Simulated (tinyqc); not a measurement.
Comparisons within one model: inversion layer as a triangular well, valleys of the Si type. A value that a table varies takes the place of the one given here.

Six ellipsoidal valleys with their long axes along the cube axes, mass ml along the axis and mt across it. For a valley whose axis makes the angle theta with the surface normal, 1/m_z = cos^2(theta)/ml + sin^2(theta)/mt sets the confinement; in the plane the masses are m_1 = mt and m_2 = ml mt/m_z, and m_d = sqrt(m_1 m_2).

The field is taken as constant, e F = 4 pi (e^2/4 pi eps0)(Nd + eta Ns)/eps, with 1e12/cm^2 = 1e-4/angstrom^2, and the oxide as a hard wall at z = 0; c = hbar^2/2m0.

Level j of a valley lies at E_j = a_j (c (e F)^2/m_z)^(1/3) above the band edge at the surface, with the Airy zeros a_j = 2.338107, 4.087949, 5.520560, 6.786708, 7.944134, 9.022651, 10.040174, 11.008524, 11.936016, 12.828777, and has <z> = 2 E_j/(3 e F).

Subband i holds n_i = g m_d/(2 pi c) kB T ln(1 + exp((EF - E_i)/kB T)) (spin included), and EF is fixed by sum n_i = Ns over the levels listed or, where none are listed, over j = 0 to 9 of each group; 1e12/cm^2 = 1e-4/angstrom^2.

Constants: hbar^2/2m0 = 3.80998211 eV angstrom^2; e^2/(4 pi eps0) = 14.39964547 eV angstrom; kB = 8.617333262e-05 eV/K.

Inputs chosen for the exercise (near those of Si; shifted at random, so the results belong to these values and not to a real crystal):
```
symbol  value                                unit         meaning
ml      0.917                                m0           longitudinal mass
mt      0.188                                m0           transverse mass
eps     11.8                                              dielectric constant
Nd      2.8                                  x 1e12/cm^2  depletion charge
eta     0.5                                               share of Ns in the effective field
face    100                                               surface
T       400                                  K            temperature
Nss     (0.5, 1, 2, 4, 7, 10, 14)            x 1e12/cm^2  sheet densities
Ns      12                                   x 1e12/cm^2  electron sheet density
Xu      9.4                                  eV           uniaxial deformation potential
nu2     0.77                                              2 C12/C11
es      (-0.4, -0.2, 0, 0.2, 0.4, 0.8, 1.2)  %            biaxial strain in the plane
Vox     1.34                                 eV           barrier of an HfO2-like oxide
mox     0.18                                 m0           mass in the oxide
```

## Raising the sheet density

Valleys (masses in m0):
```
valleys g  cos^2(theta)      m_z      m_1      m_2      m_d
2               1.00000  0.91700  0.18800  0.18800  0.18800
4               0.00000  0.18800  0.18800  0.91700  0.41521
```

The field, the ladders and EF anew for each Ns.

Results:
```
Ns (1e12/cm^2)  F (MV/cm)  lowest E (eV)  next - lowest (meV)  EF - lowest (meV)  share of lowest (%)  <z> (angstrom)
0.5                 0.468         0.1051                 73.2              -99.0                 59.6            19.5
1.0                 0.506         0.1108                 77.1              -72.8                 61.9            18.7
2.0                 0.583         0.1217                 84.7              -44.5                 65.8            17.4
4.0                 0.736         0.1422                 99.0              -12.2                 71.9            15.5
7.0                 0.966         0.1705                118.7               19.1                 78.0            13.6
10.0                1.196         0.1966                136.8               43.5                 81.8            12.4
14.0                1.503         0.2289                159.3               71.6                 84.9            11.2
```

How do the results move?

Levels scale as F^(2/3): the field grows by 3.21 and the lowest level by 2.18. The layer thins from 19.5 to 11.2 angstrom. EF passes the lowest edge between 4 and 7 e12/cm^2. The share of the lowest subband rises throughout: the spacing grows faster than the band fills.

## Biaxial strain

Strain e in the plane raises the four primed valleys against the two unprimed ones by D = Xu (1 + nu2) e; the field is kept. m_c averages 1/mt (unprimed) and (1/mt + 1/ml)/2 (primed) over the electrons.

Results:
```
e (%)  D (meV)  0' - 0 (meV)  unprimed share (%)  m_c (m0)  <z> (angstrom)
-0.4     -66.6          81.7                57.9    0.2258            13.7
-0.2     -33.3         115.0                73.8    0.2098            12.6
0.0        0.0         148.3                86.0    0.1991            11.7
0.2       33.3         181.5                93.5    0.1930            11.2
0.4       66.6         214.8                97.3    0.1901            11.0
0.8      133.1         281.4                99.6    0.1883            10.8
1.2      199.7         347.9                99.9    0.1880            10.8
```

What does this show?

Without strain confinement alone splits the ladders by 148 meV and puts 86 % of the electrons into the two valleys that are light in the plane; under the largest tension the share is 99.9 %. m_c is 0.199 m0 without strain and 0.188 m0 there; moving all electrons can gain at most 6 % in 1/m_c. The ladders cross at e = -0.89 %, beyond the table.

## Surface orientation

The same densities on four faces. m_c is the conductivity mass averaged over directions in the plane: 1/m_c = sum n_i (1/m_1 + 1/m_2)/2 / Ns.

Results:
```
face   valleys of lowest  lowest E (eV)  EF (eV)  share of lowest (%)  <z> (angstrom)  m_c (m0)
(100)                  2         0.2131   0.2710                 83.6            11.7     0.199
(110)                  4         0.3052   0.2951                 86.2            15.5     0.284
(111)                  6         0.3261   0.3005                 99.9            16.1     0.294
(211)                  2         0.2809   0.2939                 61.4            15.1     0.277
```

What can be read from the table?

The lowest level is deepest on (100), where a valley axis lies closest to the normal, and the lightest conductivity mass is on (100) (0.199 m0, against 0.294 m0 on (111)). EF, counted from the band edge at the surface, is lowest on (100) and spans 29 meV.

## Four estimates of the lowest level

WKB: E = (c/m_z)^(1/3) (3 pi e F/2 x 3/4)^(2/3), <z> = 2E/(3 e F). Fang-Howard: psi = z exp(-b z/2) up to a norm, E = c b^2/(4 m_z) + 3 e F/b at its minimum b^3 = 6 e F m_z/c, <z> = 3/b. Finite barrier: flat height Vox and mass mox for z < 0, finite differences with psi and psi'/m continuous, cells of 0.05 angstrom from -15 to 300 angstrom. The last column is measured against Airy.

Lowest level:
```
method                E (eV)  <z> (angstrom)  E - Airy (meV)
Airy, hard wall       0.2131           10.53             0.0
WKB, hard wall        0.2114           10.44            -1.6
Fang-Howard           0.2257           11.15            12.6
finite oxide barrier  0.2018            9.64           -11.3
```

b = 0.2691 1/angstrom
probability in the oxide = 0.0048

What does this show?

WKB is off by -0.8 % and the variational function by +5.9 %, above the exact value as it must be; both ratios are independent of field and mass. The finite barrier lowers the level by 11.3 meV and brings the charge 0.9 angstrom closer; in energy that is less than the Fang-Howard error (12.6 meV).

## What each parameter does

Field, ladders and EF anew. Each row changes one parameter from the base and keeps the others.

Results:
```
case                  lowest E (eV)  EF (eV)  share of lowest (%)  <z> (angstrom)
base                         0.2131   0.2710                 83.6           11.74
Ns = 6 x 1e12/cm^2           0.1614   0.1712                 76.3           14.14
Nd = 1.4 x 1e12/cm^2         0.1898   0.2424                 77.7           12.91
T = 360 K                    0.2131   0.2758                 87.2           11.48
ml = 1.009 m0                0.2064   0.2653                 84.7           11.37
mt = 0.207 m0                0.2131   0.2626                 82.0           11.77
eps = 10.6                   0.2288   0.2899                 87.0           11.09
```

How do the results move?

The largest shifts from the base row, up to three for each result and ties (the steps differ in size, so this ranks the rows, not the parameters). lowest E (eV): Ns -0.0517, Nd -0.0232, eps +0.0158; unchanged at the printed digits by T and mt. EF (eV): Ns -0.0999, Nd -0.0287, eps +0.0188. share of lowest (%): Ns -7.3, Nd -5.9, T +3.6. <z> (angstrom): Ns +2.40, Nd +1.17, eps -0.65.

tinyqc: `OMP_NUM_THREADS=1 python tinyqc.py 1251252 1251253 out.jsonl`; about 0.02 s, one thread, shared Intel(R) Xeon(R) Processor @ 2.30GHz.
